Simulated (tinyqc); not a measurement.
# Free and trapped electrons in a MOS channel with a dense trap tail: free and trapped charge against gate voltage

p-type body, charge-sheet picture, full ionisation (an idealisation for deep acceptors), Boltzmann statistics for free electrons. e = Ec - EF at the surface. Acceptor-like traps of density D(E) = D0 + De exp(-E/Ew) at depth E below Ec, from 0 to Eu, hold n_t = integral of D(E)/(1 + exp((e - E)/Vt)). psi = Eg - Vt ln(Nv/Na) - e; N_dep = sqrt(2 eps0 eps_r Na (psi - Vt)/q); n_f = sqrt(N_dep^2 + 2 eps0 eps_r Vt Nc exp(-e/Vt)/q) - N_dep; Vg = Vfb + psi + q (N_dep + n_t + n_f)/Cox, Cox = eps0 eox/tox.

Free share n_f/(n_f + n_t); swing ln 10 n_f/(dn_f/dVg); field-effect mobility mf q (dn_f/dVg)/Cox, for a constant mf; oxide field q (N_dep + n_t + n_f)/(eps0 eox).

Values chosen for this exercise; band and dielectric values close to those of 4H silicon carbide: temperature T = 300 K; band gap Eg = 3.24 eV; relative permittivity eps_r = 9.56; conduction-band density of states at T Nc = 1.68e19 cm^-3; valence-band density of states at T Nv = 2.51e19 cm^-3; relative permittivity of the insulator eox = 3.9; insulator thickness tox = 75 nm; acceptor density Na = 5.6e15 cm^-3; flat-band voltage without trapped charge Vfb = -1.98 V; constant background density of acceptor-like traps D0 = 3.1e10 cm^-2 eV^-1; density of the tail at the conduction edge De = 6.9e12 cm^-2 eV^-1; decay energy of the tail Ew = 0.13 eV; depth below Ec down to which the traps reach Eu = 0.55 eV; mobility of free electrons mf = 110 cm^2/(V s).

Constants: q = 1.602176634e-19 C, kB = 1.380649e-23 J/K, Vt = kB T/q, eps0 = 8.8541878128e-14 F/cm where lengths are in cm. Results are converted to the units shown.

Results:
columns A: Vg (V); B: e (eV); C: n_f (cm^-2); D: n_t (cm^-2); E: free share (%); F: swing (mV/decade); G: field-effect mobility (cm^2/(V s)); H: oxide field (MV/cm)
```
A             B         C         D         E        F         G       H
2.1      0.4125   6.896e5  3.135e10  0.002200    146.2  0.004158  0.1960
5.1     0.07433  2.412e11  5.303e11     31.27     2973     71.51  0.5509
6.6     0.04620  5.532e11  6.392e11     46.39     5680     85.85  0.7471
8.1     0.02757  9.059e11  7.110e11     56.03     8539     93.50  0.9447
9.5     0.01434  1.257e12  7.575e11     62.39  1.129e4     98.15   1.130
11     0.002878  1.649e12  7.928e11     67.53  1.431e4     101.6   1.328
12.5  -0.006660  2.051e12  8.177e11     71.50  1.741e4     103.9   1.527
14     -0.01481  2.462e12  8.355e11     74.66  2.058e4     105.4   1.726
```

Estimate the missing row, Vg = 3.6 V.

Computed row:
columns A: Vg (V); B: e (eV); C: n_f (cm^-2); D: n_t (cm^-2); E: free share (%); F: swing (mV/decade); G: field-effect mobility (cm^2/(V s)); H: oxide field (MV/cm)
```
A         B         C         D      E      F      G       H
3.6  0.1362  2.783e10  3.348e11  7.675  852.9  28.76  0.3591
```

With this row back in the table: n_f reaches 1e11 cm^-2 at Vg = 4.25 V, against 2.73 V without traps. The free share rises from 0.00220 to 74.7 % and the field-effect mobility rises from 0.00416 to 105 cm^2/(V s), although mf = 110 is constant: in the last row 95.9 % of Cox dVg goes into free electrons. The swing in the first row is 146 mV a decade (Vt ln 10 = 59.5). For Vg = 6.6, 8.1, 9.5, 11, 12.5, 14 EF lies less than 2 Vt below the band edge, or above it, where degeneracy and confinement, left out, matter.

Numbers from tinyqc (`OMP_NUM_THREADS=1 python tinyqc.py 2222022 2222023 out.jsonl`; about 0.02 s on one thread of a shared Intel Xeon 2.30GHz).
